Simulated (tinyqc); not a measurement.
# Short-channel transistor, virtual-source model with series resistance, step by step

Numbers from tinyqc (`OMP_NUM_THREADS=1 python tinyqc.py 2380002 2380003 out.jsonl`; about 0.01 s on one thread of a shared Intel Xeon 2.30GHz). Printed values are rounded.

The current per gate width is the charge at the top of the source barrier (the virtual source) times its velocity times a saturation function; al and be are fitting constants of the model. Units: I in uA/um, Rs in ohm um, so I Rs = 1e-6 I Rs in volts; Q in uC/cm^2, so I = 1e-4 Q vx0 Fsat with vx0 in cm/s.

Values chosen for this exercise: temperature T = 300 K; inversion capacitance Cinv = 1.16 uF/cm^2; velocity at the virtual source vx0 = 6.94e6 cm/s; apparent mobility mu = 190 cm^2/(V s); channel length L = 90 nm; threshold at zero drain voltage VT0 = 0.44 V; drain-induced barrier lowering dl = 0.172 V/V; subthreshold factor n0 = 1.06; growth of n with drain voltage nd = 0.2 1/V; threshold shift (in units of Vt) from weak to strong inversion al = 3.5; sharpness of saturation be = 1.4; series resistance of each contact Rs = 200 ohm um; gate voltage Vgs = 0.72 V; drain voltage Vds = 0.75 V.

Constants: q = 1.602176634e-19 C, kB = 1.380649e-23 J/K, Vt = kB T/q. Results are converted to the units shown.

## Iteration 1: current through the series resistance

I at the start = 0 uA/um

Intrinsic voltages Vg' = Vgs - I Rs, Vd' = Vds - 2 I Rs. n = n0 + nd Vd', VT = VT0 - dl Vd', Ff = 1/(1 + exp((Vg' - VT + al Vt/2)/(al Vt))), Q = Cinv n Vt ln(1 + exp((Vg' - VT + al Vt Ff)/(n Vt))), Vdsat = (vx0 L/mu)(1 - Ff) + Vt Ff, Fsat = u/(1 + u^be)^(1/be) with u = Vd'/Vdsat, and I(out) = Q vx0 Fsat per width. (Fsat takes the sign of u.) I(new) = I(out).

Vg' = 0.72 V
Vd' = 0.75 V
VT = 0.311 V
Ff = 0.00655965
Q = 0.475129 uC/cm^2
Vdsat = 0.326750 V
Fsat = 0.823473
I(out) = 271.531 uA/um
I after iteration 1 = 271.531 uA/um

## Iteration 2: current through the series resistance

As before.

Vg' = 0.665694 V
Vd' = 0.641388 V
VT = 0.329681 V
Ff = 0.0145776
Q = 0.391305 uC/cm^2
Vdsat = 0.324322 V
Fsat = 0.792459
I(out) = 215.205 uA/um
I after iteration 2 = 215.205 uA/um

## Course of the iteration: current through the series resistance

Stop when I changes by less than 1e-7 uA/um, or after 80 iterations.

Course of the iteration:
```
iteration  I (uA/um)  |change| (uA/um)
1            271.531               272
2            215.205              56.3
3            226.739              11.5
4            224.370              2.37
5            224.856             0.486
6            224.756            0.0999
7            224.777            0.0205
8            224.772           4.21e-3
9            224.773           8.64e-4
10           224.773           1.77e-4
11           224.773           3.64e-5
12           224.773           7.48e-6
13           224.773           1.54e-6
14           224.773           3.15e-7
15           224.773           6.47e-8
```

Converged in 15 iterations. At the end each change is about 0.21 times the one before, with alternating sign: linear convergence.

## What the series resistance costs

converged I = 224.773 uA/um
I0 = 271.531 uA/um

Intrinsic voltages Vg' = Vgs - I Rs, Vd' = Vds - 2 I Rs. n = n0 + nd Vd', VT = VT0 - dl Vd', Ff = 1/(1 + exp((Vg' - VT + al Vt/2)/(al Vt))), Q = Cinv n Vt ln(1 + exp((Vg' - VT + al Vt Ff)/(n Vt))), Vdsat = (vx0 L/mu)(1 - Ff) + Vt Ff, Fsat = u/(1 + u^be)^(1/be) with u = Vd'/Vdsat, and I = Q vx0 Fsat per width. I0 is the current for Rs = 0. Effective velocity I/Q; transit time L Q/I.

loss against I0 = 17.2201 %
effective velocity = 5.54054e6 cm/s
transit time = 1.62439 ps

The carriers leave the virtual source at 79.8 % of vx0.
